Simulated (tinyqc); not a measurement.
## Frequency dispersion of an accumulation capacitance by border traps, distributed model: capacitance and loss against frequency

Traps spread evenly through the insulator exchange electrons with the semiconductor by tunnelling, with tau(x) = t0 exp(2 ka x) at depth x from the interface. The admittance per area Y seen at depth x obeys dY/dx = -Y^2/(i w eps0 eox) + q Nb ln(1 + i w tau)/tau, with Y(0) = i w Cs and w = 2 pi f; the gate sees Y(tox) = G + i w C. Working variable y = Y/(i w), in uF/cm^2. Cox = eps0 eox/tox.

Cox; trap-free value 1/(1/Cox + 1/Cs); response depth d = ln(1/(w t0))/(2 ka), where w tau = 1; lumped estimate: all traps within d act as C_bt = q Nb d placed at d/2, so C = 1/{1/[1/(1/Cs + d/(2 eps0 eox)) + C_bt] + (tox - d/2)/(eps0 eox)}. C and G from a fine integration; dispersion -d C/d log10 f over C, from f times and over 1.1. For a broad spread of time constants G/w is close to -(pi/2) dC/d ln w.

Inputs (values chosen for the exercise); permittivity close to that of silicon dioxide: relative permittivity of the insulator eox = 3.97; insulator thickness tox = 5.5 nm; semiconductor capacitance in accumulation Cs = 1.8 uF/cm^2; density of border traps Nb = 8.1e19 cm^-3 eV^-1; decay constant of the wave function in the insulator ka = 4 1/nm; time constant of a trap at the interface t0 = 4e-9 s.

Constants: q = 1.602176634e-19 C, eps0 = 8.8541878128e-14 F/cm where lengths are in cm. Results are converted to the units shown.

The same in every row: trap-free C (uF/cm^2) = 0.4716.

Capacitance and loss against frequency:

| f (Hz) | d (nm) | C (uF/cm^2) | G/w (uF/cm^2) | dispersion (% a decade) | -(pi/2) dC/d ln w (uF/cm^2) | lumped C (uF/cm^2) |
|---|---|---|---|---|---|---|
| 10 | 1.900 | 0.6875 | 0.02720 | 5.781 | 0.02711 | 0.6384 |
| 100 | 1.612 | 0.6497 | 0.02458 | 5.529 | 0.02450 | 0.6126 |
| 1000 | 1.324 | 0.6154 | 0.02242 | 5.326 | 0.02236 | 0.5872 |
| 10000 | 1.036 | 0.5839 | 0.02067 | 5.175 | 0.02062 | 0.5622 |
| 1e5 | 0.7483 | 0.5548 | 0.01930 | 5.085 | 0.01924 | 0.5373 |
| 1e6 | 0.4604 | 0.5273 | 0.01823 | 5.075 | 0.01826 | 0.5123 |
| 1e7 | 0.1726 | 0.5010 | 0.01680 | 5.164 | 0.01765 | 0.4870 |

C falls from 0.6875 to 0.5010 uF/cm^2, towards the trap-free 0.4716; each decade of frequency removes ln 10/(2 ka) = 0.288 nm from the response depth. The dispersion goes from 5.78 through a minimum of 5.07 (at f = 1e6 Hz among the rows listed) to 5.16 % a decade and G/w falls from 0.0272 to 0.0168 uF/cm^2. G/w lies between 0.952 and 1.00 times -(pi/2) dC/d ln w, the relation for a broad spread of time constants.

tinyqc, about 0.5 s, one thread, Intel Xeon 2.30GHz (shared host): `OMP_NUM_THREADS=1 python tinyqc.py 2202143 2202144 out.jsonl`
